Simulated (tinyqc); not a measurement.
Donor in an ellipsoidal valley (Kohn-Luttinger variational method): one step, computed by the program tinyqc. Command: `OMP_NUM_THREADS=1 python tinyqc.py 3011136 3011137 out.jsonl kohnlutt walk`. One thread of a shared host (Intel(R) Xeon(R) Processor @ 2.30GHz), about 0.03 s of CPU time with the checks.

H = -(d^2/dx^2 + d^2/dy^2) - gamma d^2/dz^2 - 2/r in units built on m_t, with gamma = m_t/m_l and z along the valley axis. One valley; no valley-orbit or central-cell term.

Problem. Energy at a trial ratio. Trial function exp(-sqrt((x^2 + y^2)/a^2 + z^2/b^2)) with beta = b/a < 1: E = t/a^2 - u/a, t = (2 + gamma/beta^2)/3, u = 2 arcsin(sqrt(1 - beta^2))/sqrt(1 - beta^2); the best a is 2 t/u and E(beta) = -u^2/(4 t).

Inputs (values chosen for the exercise, modelled on 3C-SiC): trial ratio b/a = 0.38.

gamma = 0.3702065

Give: t; u; best a; E(beta).

Solution.

t = 1.5213

u = 2.5536

best a = 1.1915 a*

E(beta) = -1.0716 Ry*
